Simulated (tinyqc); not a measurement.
Self-heating of a transistor with one or more fingers, with temperature-dependent conductivity: one step, computed by the program tinyqc. Command: `OMP_NUM_THREADS=1 python tinyqc.py 3000157 3000158 out.jsonl selfheat walk`. One thread of a shared host (Intel(R) Xeon(R) Processor @ 2.30GHz), about 0.08 s of CPU time with the checks.

N long parallel fingers lie on the top face of a slab whose bottom is held at T_0; the top is otherwise insulated, and heat flows in two dimensions. P in W/mm is 1000 P in W/m.

Question. Extra rise from ballistic phonons. Near a source smaller than the free path, Fourier's law overstates the flow. Rough estimate: a strip that emits phonons into a half space adds a resistance times area of 4 Lambda/(3 kappa_0), from the ballistic flux C v Delta T/4 with kappa_0 = C v Lambda/3, so Delta T_b = 4 Lambda P/(3 kappa_0 w); Knudsen number Lambda/w.

Inputs (values chosen for the exercise, modelled on gallium arsenide): conductivity at the base temperature kappa_0 = 44.8 W/(m K); power per gate width P = 0.63 W/mm; width of the heat source w = 0.51 micrometre; phonon free path Lambda = 70 nm.

Power: fixed power.

largest theta = 55.17248 K

Give: Knudsen number; ballistic rise Delta T_b; Delta T_b / largest theta.

Answer.

Knudsen number = 0.1373

ballistic rise Delta T_b = 2.574 K

Delta T_b / largest theta = 0.04665

By this estimate the ballistic term is at most a fifth of the Fourier rise.
